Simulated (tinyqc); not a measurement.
Gaussian against the exact two-step profile: two-step dopant diffusion (predeposition and drive-in) with a constant diffusivity. Computed by tinyqc, a small Python program. Command: `OMP_NUM_THREADS=1 python tinyqc.py 3002339 3002340 out.jsonl dopdiff walk`. One thread of a shared host (Intel(R) Xeon(R) Processor @ 2.30GHz), about 0.06 s of CPU time with the checks.

Fick diffusion into a half space x > 0 whose background doping C_B is of the opposite type, so that a junction lies where C = C_B.

Inputs (values chosen for the exercise, modelled on gallium in silicon):
```
quantity                        value    unit
prefactor D0                     0.41  cm^2/s
activation energy E              3.41      eV
surface concentration C_s     8.7e+18  1/cm^3
background doping C_B         7.5e+16  1/cm^3
predeposition temperature T1     1025       C
predeposition time t1              45     min
drive-in temperature T2          1200       C
drive-in time t2                   60     min
ramp rate                           2   C/min
stand-by temperature              700       C
```

Furnace ramps of the drive-in: linear ramps.

Constants: k_B = 8.617333262e-05 eV/K.

Method:
- D = D0 exp(-E/(k_B T)).
- Temperatures in kelvin are T(C) + 273.15.
- Times in seconds are 60 times the minutes.
- One ramp between the stand-by temperature and T2 adds int D dT / rate (40-point Gauss-Legendre); the usual estimate counts it as an extra time k_B T2^2/(E rate) at T2. (Dt)2 = D2 t2 + two ramps, times in seconds.
- C = C_s erfc(x/(2 sqrt(D1 t1))); dose Q = 2 C_s sqrt(D1 t1/pi); the junction solves erfc(z) = C_B/C_s with x_j = 2 z sqrt(D1 t1).
- With a sealed surface and a thin source, C = Q/sqrt(pi (Dt)2) exp(-x^2/(4 (Dt)2)); x_j = 2 sqrt((Dt)2 ln(C(0)/C_B)); gradient at the junction |dC/dx| = C_B x_j/(2 (Dt)2).
- Exact two-step profile: C = (2 C_s/pi) int_0^alpha exp(-beta (1 + u^2))/(1 + u^2) du with alpha = sqrt(D1 t1/(Dt)2), beta = x^2/(4 (D1 t1 + (Dt)2)).
- The integral takes 48 Gauss-Legendre points; solve C(x) = C_B.
- Gaussian: C = Q/sqrt(pi (Dt)2) exp(-x^2/(4 (Dt)2)).
- Depths are fractions of the Gaussian x_j.

surface concentration C(0) (Gaussian) = 5.76384e+17 1/cm^3

junction depth x_j = 2.19405 um

drive-in budget (Dt)2 = 5.90142e-09 cm^2

product D1 t1 = 6.39120e-11 cm^2

exact junction depth = 2.20001 um

Profiles:
```
x/x_j  x (um)  Gaussian (1/cm^3)  exact (1/cm^3)   ratio
0.0    0.0000         5.7638e+17      5.7432e+17  1.0036
0.2    0.4388         5.3123e+17      5.2964e+17  1.0030
0.4    0.8776         4.1592e+17      4.1540e+17  1.0013
0.6    1.3164         2.7662e+17      2.7708e+17  0.9983
0.8    1.7552         1.5628e+17      1.5718e+17  0.9943
1.0    2.1941         7.5000e+16      7.5831e+16  0.9890
1.2    2.6329         3.0576e+16      3.1114e+16  0.9827
```

With D1 t1/(Dt)2 = 0.011, the Gaussian is 0.36 % high at the surface and 1.1 % low at its own junction; the exact junction lies at 2.200 um, 0.27 % deeper. The dose is the same, but the real source already has a width, which is negligible here. Caution: C_s exceeds the intrinsic carrier density of silicon at the predeposition temperature (2e18 to 1e19 per cm^3), where real diffusivities rise with concentration and profiles turn box-like.
